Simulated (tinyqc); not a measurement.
## Threshold spread from leakage statistics

Inverse problem. VT is Gaussian with standard deviation s and Ioff goes as exp(-VT/(n Vt)), so Ioff is log-normal: mean/median = exp(w^2/2) with w = s/(n Vt). Find w, s, the relative standard deviation sqrt(exp(w^2) - 1) and the share of devices that leak more than the mean, erfc(w/(2 sqrt(2)))/2.

Inputs (values chosen for the exercise): temperature T = 300 K; subthreshold factor n = 1.2.

Constants: q = 1.602176634e-19 C, kB = 1.380649e-23 J/K, Vt = kB T/q. Results are converted to the units shown.

mean/median of the off current = 1.0302905

Solution. w = sqrt(2 ln(mean/median)); the mean lies w/2 standard deviations out in ln Ioff.

w = 0.2443
s = 7.579 mV
relative standard deviation = 0.2480
share above the mean = 45.14 %

Program tinyqc, `OMP_NUM_THREADS=1 python tinyqc.py 2090162 2090163 out.jsonl`; Intel Xeon 2.30GHz, shared host, one thread, about 0.01 s.
